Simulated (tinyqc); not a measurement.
Three-phonon processes in a diatomic chain: dispersion, energy and momentum conservation, and decay channels of optical phonons: one step, computed by the program tinyqc. Command: `OMP_NUM_THREADS=1 python tinyqc.py 3120006 3120007 out.jsonl threeph walk`. One thread of a shared host (Intel(R) Xeon(R) Processor @ 2.30GHz), about 0.05 s of CPU time with the checks.

Cell length a, two atoms, one spring constant. x = q a/pi runs from -1 to 1; A and O are the acoustic and optical branches. Matrix elements are not computed: only conservation laws and occupation factors are followed.

Task: Band edges. omega^2 = k (1/m + 1/M) -/+ k sqrt((1/m + 1/M)^2 - 4 sin^2(pi x/2)/(m M)); nu = 15.6333042 THz x sqrt(omega^2) for eV/(angstrom^2 u). Acoustic top sqrt(2 k/M), optical bottom sqrt(2 k/m), optical top sqrt(2 k (1/m + 1/M)).

Inputs (values chosen for the exercise, for a model chain): light mass m = 27 u; heavy mass M = 52.9 u; spring constant k = 4.5 eV/angstrom^2.

Constants: nu for 1 eV/(angstrom^2 u) = 15.6333042 THz.

Give: acoustic top; optical bottom; optical top; optical top over twice the acoustic top; optical bottom over twice the acoustic top; optical width over acoustic top.

Result:

acoustic top = 6.448 THz

optical bottom = 9.026 THz

optical top = 11.09 THz

optical top over twice the acoustic top = 0.8601

optical bottom over twice the acoustic top = 0.6999

optical width over acoustic top = 0.3205

The zone-centre optical phonon can decay into two acoustic ones: this needs M/m <= 3.
